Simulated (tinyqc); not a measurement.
Vibrations of a mass or spring defect in a linear chain. Changing the defect mass M'. Computed by tinyqc, a small Python program. Command: `OMP_NUM_THREADS=1 python tinyqc.py 3012593 3012594 out.jsonl localmode sweep`. One thread of a shared host (Intel(R) Xeon(R) Processor @ 2.30GHz), about 0.03 s of CPU time with the checks.

A ring of N atoms with nearest-neighbour springs k and motion along the chain. Atom 1 is the defect, of mass M', and its two springs are k'. All other atoms have the mass M.

Inputs (values chosen for the exercise, for a model chain): spring constant k = 9.81 eV/angstrom^2; host mass M = 87.9 u; spring ratio k'/k at the defect = 1.2.

Host: monatomic.

Constants: nu for 1 eV/(angstrom^2 u) = 15.6333042 THz.

Method:
- Host band: lambda from 0 to 4k/M.
- nu = 15.6333042 THz x sqrt(lambda), lambda in eV/(angstrom^2 u).
- D_ii = (sum of the two springs at i)/M_i, D_ij = -k_ij/sqrt(M_i M_j) for neighbours, closed into a ring.
- The same matrix for 120 atoms; amplitudes are the mass-weighted eigenvector, in size, relative to the defect, for the highest mode; its weight is the squared component of the normalised eigenvector on the defect.

One run for each value; columns: (1) defect mass M' (u); (2) ratio to the top of the host band; (3) weight of the highest mode on the defect; (4) highest frequency, long ring (THz):
```
(1)       (2)         (3)     (4)
3.5    3.9209  9.7983e-01  40.955
5.6    3.1187  9.6746e-01  32.575
8.8    2.5112  9.4825e-01  26.230
14.0   2.0219  9.1606e-01  21.120
22.0   1.6527  8.6417e-01  17.263
35.0   1.3652  7.7373e-01  14.260
55.0   1.1643  6.2081e-01  12.162
88.0   1.0365  3.4450e-01  10.827
140.0  0.9999  6.4389e-04  10.445
220.0  0.9999  1.4921e-05  10.444
```

Over the rows, ratio to the top of the host band falls from 3.92 to 1.000; weight of the highest mode on the defect falls from 0.980 to 1.49e-5 (exponent d ln y / d ln x -0.027 between the first rows and -8.3 between the last); highest frequency, long ring (THz) falls from 41.0 to 10.4. At the low end the exponent of highest frequency, long ring is -0.49, close to -0.50: a very light atom vibrates against nearly fixed neighbours. At the high end the exponent of highest frequency, long ring is 0.00, close to 0: the defect atom hardly takes part in the top mode. A mode above the band (ratio over 1.0005) appears for M' up to 88.0 u among these rows, 1.0 of the mass replaced.

Extremes, crossings and ranges named in words are read from the listed rows.
